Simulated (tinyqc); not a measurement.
# Resistance of a source-drain extension with a graded tip: effect of the active doping of the extension far from the gate

y runs along the channel, the gate covers y > 0. The doping is N0 for y < y0 and N0 10^(-(y - y0)/la) beyond, uniform over the depth xj. Sheet conductance s(y) = q mu(N) max(N - Nch, 0) xj + (for y > 0) ma Cox Vo, with mu(N) = u0 + (u1 - u0)/(1 + (N/Nr)^au) and Cox = eps0 eox/tox. Current is taken as one-dimensional; depletion of the tip, spreading and the contact are left out. The metallurgical junction lies at yj, where N = Nch.

R_spacer = integral of dy/s from -Ls to 0, R_ov from 0 to yj, R_channel = (Lg - 2 yj)/(ma Cox Vo), R_total = 2 R_spacer + 2 R_ov + R_channel. Electrical length L_eff = ma Cox dR_total/d(1/Vo); R_series = R_total - L_eff/(ma Cox Vo).

Inputs (values chosen for the exercise); mobility law close to that of holes in silicon:
```
symbol    value        unit                                                                 meaning
eox         3.9              relative permittivity of the gate insulator (close to silicon dioxide)
tox         1.6          nm                                                     insulator thickness
la          4.8   nm/decade                                                      lateral abruptness
y0          0.3          nm          position under the gate where the fall begins (gate edge at 0)
xj           27          nm                                                  depth of the extension
Nch      1.3e18       cm^-3                                                          channel doping
Ls           13          nm                                                           spacer length
Vo         0.83           V                                                          gate overdrive
ma           72  cm^2/(V s)                                      mobility of the gate-induced layer
u1        470.5  cm^2/(V s)                                                  mobility at low doping
u0         44.9  cm^2/(V s)                                                 mobility at high doping
Nr      2.23e17       cm^-3                                                        reference doping
au        0.719                                                                            exponent
Lg           45          nm                                                             gate length
```

Constants: q = 1.602176634e-19 C, eps0 = 8.8541878128e-14 F/cm where lengths are in cm. Results are converted to the units shown.

Results:
```
N0 (cm^-3),yj (nm),R_spacer (ohm um),R_ov (ohm um),R_channel (ohm um),R_total (ohm um),L_eff (nm),R_series (ohm um)
2e19,5.998,26.32,23.30,255.9,355.1,36.62,71.18
3.1e19,6.912,17.81,24.42,241.7,326.2,34.84,56.05
4.7e19,7.779,12.22,25.19,228.3,303.1,33.13,46.23
7.2e19,8.668,8.257,25.74,214.5,282.5,31.36,39.31
1.7e20,10.46,3.675,26.38,186.7,246.8,27.79,31.38
2.6e20,11.34,2.444,26.56,173.0,231.0,26.02,29.25
4e20,12.24,1.609,26.67,159.1,215.6,24.22,27.81
```

Estimate the missing row, N0 = 1.1e20 cm^-3.

Computed row:
```
N0 (cm^-3),yj (nm),R_spacer (ohm um),R_ov (ohm um),R_channel (ohm um),R_total (ohm um),L_eff (nm),R_series (ohm um)
1.1e20,9.552,5.555,26.12,200.8,264.1,29.60,34.63
```

With this row back in the table: As N0 goes from 2e19 to 4e20, R_total falls from 355 to 216 ohm um, L_eff falls from 36.6 to 24.2 nm and R_series falls from 71.2 to 27.8 ohm um.

Computed by the program tinyqc: `OMP_NUM_THREADS=1 python tinyqc.py 2282239 2282240 out.jsonl`, one thread of a shared Intel Xeon 2.30GHz, about 0.04 s for the whole run.
